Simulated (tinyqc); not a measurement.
Fitting sp3s* parameters to three gaps by Newton steps, step by step. Values are carried at full precision from step to step, so a last printed digit may differ when a step is redone from the rounded ones.

sp3s* tight binding, nearest neighbours only: anion (a) at 0, cation (c) at a/4 (1,1,1), orbitals s, px, py, pz, s* on each; k in units of 2 pi/a. With phases e_j = exp(i (pi/2) k.n_j) for n = (1,1,1), (1,-1,-1), (-1,1,-1), (-1,-1,1): g0 = (e1+e2+e3+e4)/4, g1 = (e1+e2-e3-e4)/4, g2 = (e1-e2+e3-e4)/4, g3 = (e1-e2-e3+e4)/4. The diagonal holds the levels Esa, Epa, Exa (s*) and Esc, Epc, Exc. Anion-cation block: <sa|sc> = Vss g0; <sa|xc> = Vsapc g1; <xa|sc> = -Vscpa g1; <xa|xc> = Vxx g0; <xa|yc> = <ya|xc> = Vxy g3, <xa|zc> = <za|xc> = Vxy g2, <ya|zc> = <za|yc> = Vxy g1; <s*a|xc> = Vxapc g1; <xa|s*c> = -Vpaxc g1; y and z take g2 and g3 in place of g1; s-s* and s*-s* vanish.

Gaps are level 5 at Gamma, X = (1,0,0) and L = (1/2,1/2,1/2) less level 4 at Gamma; no spin-orbit coupling. Free parameters: Vss, Exa and Exc. H is linear in them, so by Hellmann-Feynman J_ij = <u|dH/dp_j|u> for level 5 at point i less the same for level 4 at Gamma. Newton: p(new) = p + J^-1 (target - gaps); stop when all misses are below 1e-7 eV.

Parameters, chosen for this exercise (out of a larger set: near a published set for GaAs, fitted to gaps, whose masses and valley positions are rough; not measured data): p = (-8.312, 1.039, -2.642, 3.669, 8.619, 6.704, -6.499, 1.978, 5.122, 4.439, 5.837, 4.802, 4.833) eV (start, order Esa, Epa, Esc, Epc, Exa, Exc, Vss, Vxx, Vxy, Vsapc, Vscpa, Vxapc, Vpaxc); tg = (1.8774, 1.9935, 1.7645) eV (target gaps at Gamma, X, L).

## Gaps of the starting set

Compute the gaps and the misses.

gaps (eV): Gamma 1.6347, X 2.0772, L 1.7350

target less gap (eV): Gamma 0.2427, X -0.0837, L 0.0295

## The Jacobian

Form J and its singular values.

J:
```
           Vss     Exa     Exc
Gamma  -0.9166  0.0000  0.0000
X       0.0000  0.3115  0.0000
L      -0.2434  0.0809  0.0616
```

singular values: 0.9487  0.3214  0.0577

The gap at Gamma answers to Vss. The condition number is 16.4.

## The first Newton step

Solve J dp = target less gap; the columns of J are Vss, Exa and Exc.

dp (eV): Vss -0.265, Exa -0.269, Exc -0.214

## The iteration

Repeat with J formed anew.

Newton steps (eV):
```
i      Vss     Exa     Exc   Gamma       X       L  largest miss
0  -6.4990  8.6190  6.7040  1.6347  2.0772  1.7350          0.24
1  -6.7638  8.3502  6.4896  1.8782  1.9919  1.7640        0.0016
2  -6.7630  8.3550  6.4947  1.8774  1.9935  1.7645       5.2e-07
3  -6.7630  8.3550  6.4947  1.8774  1.9935  1.7645       1.5e-13
```

Converged in 3 steps; the miss goes 0.24, 0.0016, 5.2e-07, 1.5e-13, about squaring each time once it is small. The largest change is 0.264 eV in Vss, for a first miss of 0.243 eV.

## Checks

- J by Hellmann-Feynman against central differences: largest difference 2.0e-10.

Computed by tinyqc, a small Python program: `OMP_NUM_THREADS=1 python tinyqc.py 1482349 1482350 out.jsonl` (the numbers bound the seed that draws the inputs); one thread of a shared host (Intel(R) Xeon(R) Processor @ 2.30GHz), about 0.2 s for the whole set of steps.
